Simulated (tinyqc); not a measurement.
Vacuum evaporation: vapour pressure, source flux, thickness distribution, purity and step coverage. Changing the directionality n. Computed by tinyqc, a small Python program. Command: `OMP_NUM_THREADS=1 python tinyqc.py 3111709 3111710 out.jsonl evap sweep`. One thread of a shared host (Intel(R) Xeon(R) Processor @ 2.30GHz), about 0.01 s of CPU time with the checks.

Molecular flow, unit sticking of the metal, no re-evaporation. The background gas is taken as water vapour (18.015 g/mol, collision diameter 0.37 nm) at 300 K.

Inputs (values chosen for the exercise, modelled on silver, with constants for the liquid):
```
quantity                          value    unit
molar mass M                     107.87   g/mol
film density rho                   10.5  g/cm^3
vapour-pressure constant A        10.79       -
vapour-pressure constant B        13780       K
source temperature T               1220       K
source area                        0.24    cm^2
source-to-wafer distance h           61      cm
wafer radius R                        5      cm
source offset from the axis s/h    0.37       -
```

Constants: u = 1.6605390666e-27 kg; k_B = 1.380649e-23 J/K; R = 8.314462618 J/(mol K).

Method:
- log10(p_v/Pa) = A - B/T; flux from the surface Phi = p_v/sqrt(2 pi m k_B T), m = M u.
- Mass loss = Phi x area x m; heat of evaporation = ln(10) R B; d ln Phi/dT = ln(10) B/T^2 - 1/(2 T).
- A small source emits (n + 1) Phi area cos^n(phi)/(2 pi) per solid angle; on a parallel plane at height h and lateral distance l the arrival rate is (n + 1) Phi area/(2 pi h^2) x (1 + (l/h)^2)^(-(n + 3)/2). Growth rate = arrival rate x m/rho, m = M u. The wafer is fixed and centred above the source.
- Rotating wafer, source offset by s and facing upwards: thickness at radius r is the mean over the angle a of (1 + (r^2 + s^2 - 2 r s cos a)/h^2)^(-(n + 3)/2), by 360 equal steps; non-uniformity (max - min)/(max + min) over 21 radii from 0 to R.

One run for each value; columns: (1) directionality n; (2) growth rate at the centre (nm/s); (3) non-uniformity (max - min)/(max + min) (%); (4) share of the material that lands on the wafer, 1 - (1 + (R/h)^2)^(-(n + 1)/2) (%); (5) non-uniformity, rotating (%):
```
(1)        (2)     (3)     (4)      (5)
1.0  0.0007950  0.6696  0.6674  0.37794
1.5  0.0009938  0.7533  0.8335  0.40539
2.0  0.0011926  0.8370  0.9994  0.42845
3.0  0.0015901  1.0044  1.3303  0.46142
4.0  0.0019876  1.1718  1.6601  0.47689
6.0  0.0027827  1.5065  2.3164  0.45556
8.0  0.0035777  1.8412  2.9683  0.36495
```

Describe the trends.

Over the rows, growth rate at the centre (nm/s) rises from 7.95e-4 to 0.00358 (exponent d ln y / d ln x 0.55 between the first rows and 0.87 between the last); non-uniformity (max - min)/(max + min) (%) rises from 0.670 to 1.84 (exponent d ln y / d ln x 0.29 between the first rows and 0.70 between the last); share of the material that lands on the wafer, 1 - (1 + (R/h)^2)^(-(n + 1)/2) (%) rises from 0.667 to 2.97 (exponent d ln y / d ln x 0.55 between the first rows and 0.86 between the last).
